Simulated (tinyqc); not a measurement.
# Inputs raised by 10 %, one at a time

Model: charge neutrality of a doped semiconductor with incomplete ionisation. Computed by tinyqc, a small Python program. Command: `OMP_NUM_THREADS=1 python tinyqc.py 3003080 3003081 out.jsonl dopant sens`. One thread of a shared host (Intel(R) Xeon(R) Processor @ 2.30GHz), about 0.08 s of CPU time with the checks.

Energies are counted from the top of the valence band; E_D is measured down from the conduction band and E_A up from the valence band.

Inputs (values chosen for the exercise, modelled on germanium):
```
quantity,value,unit
gap at 0 K E_g0,0.755,eV
Varshni alpha,0.000491,eV/K
Varshni beta,241,K
electron mass m_e,0.215,m_0
valleys M_c,4,-
hole mass m_h,0.336,m_0
donor density N_D,3.5e+15,cm^-3
acceptor density N_A,2.1e+15,cm^-3
donor depth E_D,0.0118,eV
acceptor depth E_A,0.0114,eV
donor degeneracy g_D,2,-
acceptor degeneracy g_A,4,-
temperature T,200,K
iteration cap,60,-
```

Doping: n-type, compensated. Statistics of the bands: Fermi-Dirac. Solver: Newton steps on the logarithm. Start of Newton steps: intrinsic level E_i.

Constants: m_0 = 9.1093837015e-31 kg; k_B = 1.380649e-23 J/K; h = 6.62607015e-34 J s; k_B = 8.617333262e-05 eV/K.

Method:
- E_g = E_g0 - alpha T^2/(T + beta).
- N_c = 2 M_c (2 pi m_e k_B T/h^2)^(3/2) and N_v = 2 (2 pi m_h k_B T/h^2)^(3/2), masses in units of m_0.
- n_i = sqrt(N_c N_v) exp(-E_g/(2 k_B T)); E_i = E_g/2 + (k_B T/2) ln(N_v/N_c).
- n = N_c F_1/2((E_F - E_g)/k_B T), p = N_v F_1/2(-E_F/k_B T).
- F_1/2(eta) = (2/sqrt(pi)) int_0^infinity sqrt(x)/(1 + exp(x - eta)) dx, by the trapezoid rule in t = sqrt(x) with step 0.02 up to t = 12 (for eta < -12 by exp(eta) - exp(2 eta)/2^(3/2)).
- N_D+ = N_D/(1 + g_D exp((E_F - E_g + E_D)/k_B T)).
- N_A- = N_A/(1 + g_A exp((E_A - E_F)/k_B T)).
- Neutrality: p + N_D+ = n + N_A-; the log ratio is ln[(p + N_D+)/(n + N_A-)].
- Newton steps from the start named, with the slope from a central difference of 1e-6 eV; the function is the log ratio y = ln[(p + N_D+)/(n + N_A-)]; the bracket -0.3 to E_g + 0.3 eV is narrowed by the sign of y at each step, and a step that would leave it is replaced by its midpoint; stop when |log ratio| < 1e-9.

Runs:
```
input moved,from,to,distance of E_F from the majority band edge (eV),ionised share of the donors,minority density p (cm^-3),intrinsic density n_i (cm^-3)
base run,-,-,0.14251,0.99898,1.2975e+04,4.2568e+09
donor density N_D (cm^-3),3.5e+15,3.85e+15,0.13867,0.99873,1.0382e+04,4.2568e+09
donor depth E_D (eV),0.0118,0.01298,0.14251,0.99891,1.2977e+04,4.2568e+09
acceptor depth E_A (eV),0.0114,0.01254,0.14251,0.99898,1.2975e+04,4.2568e+09
electron mass m_e (m_0),0.215,0.2365,0.14497,0.99912,1.4964e+04,4.5722e+09
hole mass m_h (m_0),0.336,0.3696,0.14251,0.99898,1.4969e+04,4.5722e+09
temperature T (K),200,220,0.15946,0.99917,1.0600e+06,3.8485e+10
gap at 0 K E_g0 (eV),0.755,0.8305,0.14251,0.99898,1.6240e+02,4.7624e+08
```

Exponents ln(y'/y) / ln(x'/x):
```
input,distance of E_F from the majority band edge,ionised share of the donors,minority density p,intrinsic density n_i
donor density N_D,-0.287,-0.003,-2.339,0.000
donor depth E_D,0.000,-0.001,0.002,0.000
acceptor depth E_A,0.000,0.000,0.000,0.000
electron mass m_e,0.179,0.001,1.497,0.750
hole mass m_h,0.000,0.000,1.500,0.750
temperature T,1.179,0.002,46.197,23.101
gap at 0 K E_g0,0.000,0.000,-45.963,-22.981
```

Which inputs matter most for each result?

Among the inputs moved here: distance of E_F from the majority band edge answers most in size to temperature T (exponent +1.179), next to donor density N_D (-0.287); its exponent is below 0.0005 for donor depth E_D, acceptor depth E_A, hole mass m_h, gap at 0 K E_g0. Ionised share of the donors hardly depends on these (all exponents below 0.005). Minority density p answers most in size to temperature T (exponent +46.197), and about equally to gap at 0 K E_g0 (-45.963); its exponent is below 0.0005 for acceptor depth E_A. intrinsic density n_i answers most in size to temperature T (exponent +23.101), and about equally to gap at 0 K E_g0 (-22.981); its exponent is below 0.0005 for donor density N_D, donor depth E_D, acceptor depth E_A. Its exponent +0.750 in electron mass m_e: n_i goes as (m_e m_h)^(3/4). Its exponent +0.750 in hole mass m_h: n_i goes as (m_e m_h)^(3/4).
